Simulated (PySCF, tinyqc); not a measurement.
CISD on RHF in the 6-31g basis, for H2, spin multiplicity 1, step by step. The lowest restricted solution is unstable here: a spin-polarised one lies 0.0027 hartree lower (PySCF). Computed by tinyqc, a small Python program that keeps every step (integrals from PySCF). Settings: charge = 0, multiplicity = 1, basis = 6-31g, method = RHF, energy threshold = 1e-10, iteration cap = 90, orthogonalisation = symmetric, start = Wolfsberg-Helmholz matrix, DIIS depth = 6, ci = CISD. Command: `OMP_NUM_THREADS=1 python tinyqc.py 21408 21409 out.jsonl` (the two numbers bound the seeds that draw the settings). One thread of a shared host (Intel(R) Xeon(R) Processor @ 2.60GHz), about 0.08 s of CPU time with the checks. The early iterations of the SCF are left out here.

## One-electron integrals

Geometry (angstrom):
```
atom         x         y         z
H     0.000000  0.000000  0.000000
H     0.000000  0.000000  1.288000
```

Basis 6-31g: exponents (1/bohr^2) and contraction coefficients of normalised primitives:
```
element  l (shell)   exponent  coefficient
H            s (1)  18.731137     0.033495
H            s (1)   2.825394     0.234727
H            s (1)   0.640122     0.813757
H            s (2)   0.161278     1.000000
```

Overlap, kinetic and nuclear-attraction integrals over the contracted functions; the nuclear repulsion is the sum of Za Zb / Rab.

nuclear repulsion = 0.41085187 hartree

overlap S, lower triangle:
```
          1H 1s     1H 2s     2H 1s     2H 2s
1H 1s  1.000000
1H 2s  0.658292  1.000000
2H 1s  0.111607  0.302317  1.000000
2H 2s  0.302317  0.620195  0.658292  1.000000
```

kinetic energy T (hartree), lower triangle:
```
           1H 1s     1H 2s     2H 1s     2H 2s
1H 1s   1.395678
1H 2s   0.259735  0.241917
2H 1s  -0.045971  0.057149  1.395678
2H 2s   0.057149  0.102252  0.259735  0.241917
```

nuclear attraction V (hartree), lower triangle:
```
           1H 1s      1H 2s      2H 1s      2H 2s
1H 1s  -2.064056
1H 2s  -1.012277  -1.030918
2H 1s  -0.182685  -0.470045  -2.064056
2H 2s  -0.470045  -0.684580  -1.012277  -1.030918
```

core Hamiltonian H = T + V (hartree), lower triangle:
```
           1H 1s      1H 2s      2H 1s      2H 2s
1H 1s  -0.668378
1H 2s  -0.752542  -0.789001
2H 1s  -0.228656  -0.412896  -0.668378
2H 2s  -0.412896  -0.582328  -0.752542  -0.789001
```

## Two-electron integrals

Functions are numbered as in S; the eight-fold symmetry (ij|kl) = (ji|kl) = (kl|ij) leaves the list below.

Two-electron integrals (ij|kl) in chemists' order, unique and non-zero (hartree):
```
(11|11) 1.076566   (21|11) 0.578470   (21|21) 0.329423   (22|11) 0.587396
(22|21) 0.361304   (22|22) 0.453150   (31|11) 0.080121   (31|21) 0.048009
(31|22) 0.056800   (31|31) 0.011306   (32|11) 0.146915   (32|21) 0.093714
(32|22) 0.125826   (32|31) 0.024936   (32|32) 0.068530   (33|11) 0.409652
(33|21) 0.267539   (33|22) 0.380563   (33|31) 0.080121   (33|32) 0.254089
(33|33) 1.076566   (41|11) 0.254089   (41|21) 0.146182   (41|22) 0.162951
(41|31) 0.024936   (41|32) 0.050196   (41|33) 0.146915   (41|41) 0.068530
(42|11) 0.320788   (42|21) 0.200355   (42|22) 0.260182   (42|31) 0.039690
(42|32) 0.097977   (42|33) 0.320788   (42|41) 0.097977   (42|42) 0.174301
(43|11) 0.267539   (43|21) 0.173710   (43|22) 0.244833   (43|31) 0.048009
(43|32) 0.146182   (43|33) 0.578470   (43|41) 0.093714   (43|42) 0.200355
(43|43) 0.329423   (44|11) 0.380563   (44|21) 0.244833   (44|22) 0.342295
(44|31) 0.056800   (44|32) 0.162951   (44|33) 0.587396   (44|41) 0.125826
(44|42) 0.260182   (44|43) 0.361304   (44|44) 0.453150
```

## Orthogonalisation

S = U s U^T; symmetric (Loewdin) form X = U s^(-1/2) U^T, so that X^T S X = 1.

eigenvalues of S: 0.196625  0.372203  1.071573  2.359599

X, lower triangle:
```
           1H 1s      1H 2s      2H 1s     2H 2s
1H 1s   1.253708
1H 2s  -0.501051   1.501953
2H 1s   0.017783   0.023444   1.253708
2H 2s   0.023444  -0.483328  -0.501051  1.501953
```

## Iteration 5 (converged): orbitals

converged F (hartree), lower triangle:
```
           1H 1s      1H 2s      2H 1s      2H 2s
1H 1s   0.149412
1H 2s  -0.373973  -0.270676
2H 1s  -0.284557  -0.333395   0.149412
2H 2s  -0.333395  -0.323362  -0.373973  -0.270676
```

Diagonalise F' = X^T F X, C = X C', fill 1 alpha and 1 beta electrons from the bottom; D = 2 C_occ C_occ^T. Each column has its largest component positive (the first on a tie).

F' = X^T F X (hartree), lower triangle:
```
           1          2          3         4
1   0.617566
2  -0.576677   0.226308
3  -0.112428  -0.129773   0.617566
4  -0.129773  -0.185236  -0.576677  0.226308
```

orbital energies (hartree): MO1 -0.470474, MO2 0.096347, MO3 1.016685, MO4 1.045191

coefficients C:
```
            MO1        MO2        MO3        MO4
1H 1s  0.253769   0.200621   0.926284  -0.927930
1H 2s  0.385320   0.933428  -0.695975   1.112174
2H 1s  0.253769  -0.200621   0.926284   0.927930
2H 2s  0.385320  -0.933428  -0.695975  -1.112174
```

D after iteration 5, lower triangle:
```
          1H 1s     1H 2s     2H 1s     2H 2s
1H 1s  0.128797
1H 2s  0.195564  0.296943
2H 1s  0.128797  0.195564  0.128797
2H 2s  0.195564  0.296943  0.195564  0.296943
```

## Convergence

Stop when the energy changes by less than 1e-10 hartree and every element of the error matrix X^T (F D S - S D F) X is below 3e-06.

Course of the cycle:
```
iteration  E (hartree)     change  largest element of the error matrix
1          -1.03162206          -                             6.40e-02
2          -1.03803373  -6.41e-03                             1.02e-02
3          -1.03820159  -1.68e-04                             7.41e-06
4          -1.03820159  -7.32e-11                             3.02e-06
5          -1.03820159  -8.81e-12                             1.89e-06
```

PySCF RHF in the same basis = -1.03820159 hartree

Converged in 5 iterations.

## Integrals over molecular orbitals

(pq|rs) = sum C_ip C_jq C_kr C_ls (ij|kl), one index at a time.

one-electron integrals over orbitals h = C^T H C (hartree), lower triangle:
```
           1          2         3         4
1  -0.978579
2   0.000000  -0.649957
3  -0.106463   0.000000  0.137488
4   0.000000   0.171416  0.000000  0.133559
```

Two-electron integrals over orbitals (pq|rs), unique and non-zero (hartree):
```
(11|11) 0.508105    (21|21) 0.128973    (22|11) 0.437638    (22|22) 0.412591
(31|11) 0.106464    (31|22) 0.079207    (31|31) 0.081174    (32|21) 0.042365
(32|32) 0.052633    (33|11) 0.480185    (33|22) 0.422095    (33|31) 0.117721
(33|33) 0.488033    (41|21) -0.075714   (41|32) -0.065037   (41|41) 0.088971
(42|11) -0.123565   (42|22) -0.084568   (42|31) -0.079273   (42|33) -0.130859
(42|42) 0.087016    (43|21) -0.145766   (43|32) -0.075592   (43|41) 0.117206
(43|43) 0.203439    (44|11) 0.500301    (44|22) 0.443202    (44|31) 0.141745
(44|33) 0.511239    (44|42) -0.147584   (44|44) 0.548035
```

## CISD: determinants and Hamiltonian

Hartree-Fock energy = -1.03820159 hartree

Slater-Condon rules over spin orbitals, with the nuclear repulsion added and E(HF) subtracted on the diagonal.

Occupation strings over the orbitals (2 doubly, a alpha, b beta, 0 empty; spin orbitals ordered 1a 1b 2a 2b ...): 2000 ab00 a0b0 a00b ba00 b0a0 b00a 0200 0ab0 0a0b 0ba0 0020 00ab 0b0a 00ba 0002

H - E(HF) between determinants (hartree), lower triangle:
```
           2000       ab00       a0b0       a00b       ba00       b0a0       b00a       0200
2000   0.000000
ab00   0.000000   0.258156
a0b0   0.000000   0.000000   1.088148
a00b   0.000000   0.047851   0.000000   1.104335
ba00   0.000000  -0.128973   0.000000   0.075714   0.258156
b0a0   0.000000   0.000000  -0.081174   0.000000   0.000000   1.088148
b00a   0.000000   0.075714   0.000000  -0.088971   0.047851   0.000000   1.104335
0200   0.128973   0.000000   0.042365   0.000000   0.000000  -0.042365   0.000000   0.561731
0ab0   0.000000   0.042365   0.000000  -0.145766   0.027256   0.000000   0.079273   0.000000
0a0b  -0.075714   0.000000  -0.145766   0.000000   0.000000   0.065037   0.000000   0.086848
0ba0   0.000000   0.027256   0.000000   0.079273   0.042365   0.000000  -0.145766   0.000000
0020   0.081174   0.000000   0.011257   0.000000   0.000000  -0.011257   0.000000   0.052633
00ab   0.000000  -0.079273   0.000000   0.035281   0.065037   0.000000  -0.117206   0.000000
0b0a   0.075714   0.000000   0.065037   0.000000   0.000000  -0.145766   0.000000  -0.086848
00ba   0.000000   0.065037   0.000000  -0.117206  -0.079273   0.000000   0.035281   0.000000
0002   0.088971   0.000000   0.117206   0.000000   0.000000  -0.117206   0.000000   0.087016

           0ab0       0a0b       0ba0      0020       00ab       0b0a      00ba      0002
0ab0   1.358679
0a0b   0.000000   1.375858
0ba0  -0.052633   0.000000   1.358679
0020   0.000000  -0.075592   0.000000  2.212062
00ab  -0.075592   0.000000  -0.040557  0.000000   2.231340
0b0a   0.000000  -0.087016   0.000000  0.075592   0.000000   1.375858
00ba  -0.040557   0.000000  -0.075592  0.000000  -0.203439   0.000000  2.231340
0002   0.000000   0.023833   0.000000  0.203439   0.000000  -0.023833  0.000000  2.264207
```

## CISD: roots

Diagonalise (each vector has its largest component positive (the first on a tie)); all determinants have Ms = 0, so triplets appear too. The lowest singlet root is the correlation energy.

lowest roots of this matrix, relative to E(HF) (hartree): -0.044150  0.107175  0.376580  0.561354  0.985490  1.010438  1.043343  1.054330

lowest vectors:
```
         root 1     root 2     root 3     root 4
2000   0.969729   0.000000   0.000000   0.232026
ab00   0.000000   0.698668   0.705300   0.000000
a0b0   0.021995   0.000000   0.000000  -0.091174
a00b   0.000000  -0.098607   0.013453   0.000000
ba00   0.000000   0.698668  -0.705300   0.000000
b0a0  -0.021995   0.000000   0.000000   0.091174
b00a   0.000000  -0.098607  -0.013453   0.000000
0200  -0.221438   0.000000   0.000000   0.952584
0ab0   0.000000  -0.046219  -0.005735   0.000000
0a0b   0.063892   0.000000   0.000000  -0.096258
0ba0   0.000000  -0.046219   0.005735   0.000000
0020  -0.022905   0.000000   0.000000  -0.044395
00ab   0.000000  -0.001823   0.048358   0.000000
0b0a  -0.063892   0.000000   0.000000   0.096258
00ba   0.000000  -0.001823  -0.048358   0.000000
0002  -0.030563   0.000000   0.000000  -0.040251
```

<S^2> of these roots: 0.000000  2.000000  0.000000  0.000000  2.000000  2.000000  0.000000  0.000000

weight of the ground state by excitation level 0, 1, 2, ...: 0.940374  0.000968  0.058658
